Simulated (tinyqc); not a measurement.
Comparisons within one model: Gamma, L and X subbands of a thin body with non-parabolic valleys. A value that a table varies takes the place of the one given here.

Hard walls, flat band, c = hbar^2/2m0, energies from the bulk Gamma edge. For a valley at angle theta to the normal 1/m_z = cos^2/ml + sin^2/mt and m_d = sqrt(ml mt^2/m_z). Subband n starts at E_v + e with e (1 + a e) = c (n pi/t)^2/m_z, and its density-of-states mass is taken as m_d (1 + 2 a e), without further growth at higher in-plane energy. Groups are named by valley and degeneracy.

n_i = g m/(2 pi c) kB T ln(1 + exp((EF - E_i)/kB T)), sum n_i = Ns (1e12/cm^2 = 1e-4/angstrom^2), c = hbar^2/2m0. Quantum capacitance Cq = 1602.176634 sum g m/(2 pi c) f_i in microfarad/cm^2 with f_i = 1/(1 + exp((E_i - EF)/kB T)); Cox = 34.5313/eot (one gate); C/Cox = Cq/(Cq + Cox), the centroid term left out.

Constants: hbar^2/2m0 = 3.80998211 eV angstrom^2; kB = 8.617333262e-05 eV/K.

Values chosen for the exercise (near those of a thin GaAs channel; not measured data): face = 100 (surface); mG = 0.0658 m0 (Gamma mass); aG = 0.58 1/eV (Gamma non-parabolicity); EL = 0.28 eV (L edge above Gamma); mL = (1.925, 0.073) m0 (L valleys (four, along <111>): ml, mt); EX = 0.429 eV (X edge above Gamma); mX = (1.263, 0.229) m0 (X valleys (three, along <100>): ml, mt); aS = 0.59 1/eV (non-parabolicity of L and X); Ns = 9.9 x 1e12/cm^2 (sheet density); T = 300 K (temperature); eot = 7 angstrom (equivalent oxide thickness); ts = (18, 24, 30, 40, 55, 75, 110) angstrom (thicknesses); t = 72 angstrom (body thickness); Nl = (0.5, 1, 2, 4, 7, 11, 16) x 1e12/cm^2 (sheet densities).

## Thinning the body

Lowest edge of each valley type, the lowest group, the Gamma share and C/Cox, with n = 1 to 8 of all groups.

Results:
```
t (angstrom)  Gamma (eV)  L (eV)  X (eV)  lowest  Gamma share (%)  C/Cox
18                 1.083   1.029   0.516      X1              0.0  0.771
24                 0.704   0.755   0.479      X1              0.1  0.802
30                 0.494   0.606   0.461      X1             15.4  0.868
40                 0.304   0.476   0.447      G1             49.6  0.871
55                 0.172   0.389   0.439      G1             61.0  0.844
75                 0.096   0.340   0.434      G1             66.6  0.833
110                0.046   0.308   0.431      G1             85.8  0.786
```

How do the results move?

From 110 down to 18 angstrom Gamma rises by 1.04 eV, L by 0.72 and X by 0.08 eV, the light Gamma mass moving most. The lowest group changes from G1 to X1 between 40 and 30 angstrom. The Gamma share goes from 86 % to 0 %. C/Cox is 0.79 and 0.77 at the ends and lies between 0.77 and 0.87. Hard walls overstate the rise in the thinnest rows.

## Raising the sheet density

Fixed thickness, n = 1 to 8 of all groups; the gate overdrive above the lowest edge is (EF - E_lowest)/e + 0.1602177 Ns/Cox in volts.

Results:
```
Ns (1e12/cm^2)  EF - lowest (eV)  Gamma share (%)     Cq  C/Cox  overdrive (V)
0.5                       -0.004             99.8   2.30  0.318          0.013
1.0                        0.024             99.7   3.54  0.418          0.056
2.0                        0.062             99.3   4.62  0.484          0.127
4.0                        0.124             96.0   5.91  0.545          0.254
7.0                        0.181             80.3  13.36  0.730          0.408
11.0                       0.213             61.0  28.94  0.854          0.570
16.0                       0.234             47.1  46.89  0.905          0.754
```

What does this show, and why?

The lowest subband is G1 n=1. At the highest density band filling takes 0.234 V of the 0.754 V overdrive. Cq grows from 2.3 to 46.9 microfarad/cm^2, helped by heavier valleys that begin to fill: the Gamma share falls from 100 % to 47 %.

## What each parameter does

n = 1 to 8 of all groups. Each row changes one parameter from the base and keeps the others.

Results:
```
case                   lowest edge (eV)  EF (eV)  Gamma share (%)  C/Cox
base                              0.104    0.310             65.4  0.833
t = 66 angstrom                   0.122    0.323             63.8  0.835
mG = 0.0757 m0                    0.091    0.299             77.1  0.807
aG = 0.41 1/eV                    0.106    0.312             63.0  0.837
EL = 0.33 eV                      0.104    0.344             78.5  0.797
Ns = 14.9 x 1e12/cm^2             0.104    0.334             49.5  0.898
eot = 5 angstrom                  0.104    0.310             65.4  0.781
T = 250 K                         0.104    0.319             67.9  0.843
```

How do the results move?

The largest shifts from the base row, up to three for each result and ties (the steps differ in size, so this ranks the rows, not the parameters). lowest edge (eV): t +0.019, mG -0.013, aG +0.002; unchanged at the printed digits by EL, Ns, eot and T. EF (eV): EL +0.033, Ns +0.024, t +0.013; unchanged at the printed digits by eot. Gamma share (%): Ns -15.9, EL +13.0, mG +11.7; unchanged at the printed digits by eot. C/Cox: Ns +0.065, eot -0.052, EL -0.036.

tinyqc: `OMP_NUM_THREADS=1 python tinyqc.py 1281549 1281550 out.jsonl`; about 0.07 s, one thread, shared Intel(R) Xeon(R) Processor @ 2.30GHz.
